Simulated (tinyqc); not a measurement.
CMOS inverter, nodal equation and switching: two steps of the calculation.

An n-channel pull-down (bn, VTn) and a p-channel pull-up (bp, VTp) share the input Vin and the output node Vout, which carries the load C. Transistor (EKV form, voltages against the body): I = 2 n b Vt^2 [F(vp - Vs) - F(vp - Vd)] from drain to source, F(v) = ln^2(1 + exp(v/(2 Vt))), vp = (Vg - VT + sg |Vd - Vs|)/n. n-channel bodies are at 0; for the p-channel device all voltages are counted down from Vdd. b in uA/V^2 gives I in uA. Static: In = Ip. Transient: C dVout/dt = Ip - In. No velocity saturation, no gate capacitance beyond C.

Inputs (values chosen for the exercise):
```
symbol  value    unit                                  meaning
T         300       K                              temperature
Vdd         1       V                           supply voltage
n        1.41                                     slope factor
sg      0.095                   drain-induced barrier lowering
VTn      0.29       V                      n-channel threshold
VTp      0.35       V          p-channel threshold (magnitude)
bn        840  uA/V^2  gain factor of the pull-down transistor
bp        840  uA/V^2    gain factor of the pull-up transistor
C         1.1      fF                         load capacitance
Vin      0.57       V                            input voltage
dt        0.8      ps                                time step
```

Constants: q = 1.602176634e-19 C, kB = 1.380649e-23 J/K, Vt = kB T/q. Results are converted to the units shown.

Question 1. Output voltage by Newton steps. f = In - Ip at (Vin, Vout); G = df/dVout by a central difference with +/- 1e-6 V; Vout(new) = Vout - f/G.

Vout at the start = 0.5 V

Wanted: In; Ip; G; Vout after iteration 1.

Answer 1.

In = 32.11 uA
Ip = 5.771 uA
G = 25.09 uS
Vout after iteration 1 = -0.5498 V

This step lands outside the rails.

Question 2. One time step of the falling output. The input steps to Vdd at t = 0; I = In - Ip. Implicit Euler: V(new) = V - (dt/C) I(V(new)), solved for V(new); 1 ps uA/fF = 1 mV.

Vout at t = 0 = 1 V

Give: I(V); I(V(new)); Vout after step 1.

Answer 2.

I(V) = 193.03 uA
I(V(new)) = 186.89 uA
Vout after step 1 = 0.86408 V

Numbers from tinyqc (`OMP_NUM_THREADS=1 python tinyqc.py 2340069 2340070 out.jsonl`; about 0.03 s on one thread of a shared Intel Xeon 2.30GHz).
